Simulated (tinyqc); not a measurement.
Implant damage, amorphisation by cascade overlap, and solid-phase epitaxial regrowth: one step, computed by the program tinyqc. Command: `OMP_NUM_THREADS=1 python tinyqc.py 3114206 3114207 out.jsonl sper walk`. One thread of a shared host (Intel(R) Xeon(R) Processor @ 2.30GHz), about 0.01 s of CPU time with the checks.

Range and width of the damage are inputs. Dynamic annealing enters only through the surviving share f.

Question. Damage energy and displacements per ion. Robinson partition: eps = E a M2/(Z1 Z2 (e^2/(4 pi eps_0)) (M1 + M2)), a = 0.8853 a_0/sqrt(Z1^(2/3) + Z2^(2/3)); k = 0.0793 Z1^(2/3) Z2^(1/2) (M1 + M2)^(3/2)/((Z1^(2/3) + Z2^(2/3))^(3/4) M1^(3/2) M2^(1/2)); damage energy T_d = E/(1 + k (eps + 0.40244 eps^(3/4) + 3.4008 eps^(1/6))); displacements nu = 0.8 T_d/(2 E_d).

Inputs (values chosen for the exercise, modelled on fluorine ions in germanium):

| quantity | value | unit |
|---|---|---|
| ion Z1 | 9 | - |
| ion mass M1 | 19 | u |
| target Z2 | 32 | - |
| target mass M2 | 72.63 | u |
| ion energy E | 8.1 | keV |
| displacement energy E_d | 15 | eV |

Constants: a_0 = 0.529177210903 angstrom; e^2/(4 pi eps_0) = 14.39964548 eV angstrom.

Give: reduced energy eps; k; damage energy T_d; T_d/E; displacements per ion nu.

Answer.

reduced energy eps = 0.1911

k = 0.3262

damage energy T_d = 4.171 keV

T_d/E = 0.5149

displacements per ion nu = 111.2

49 % of the energy goes to electrons.
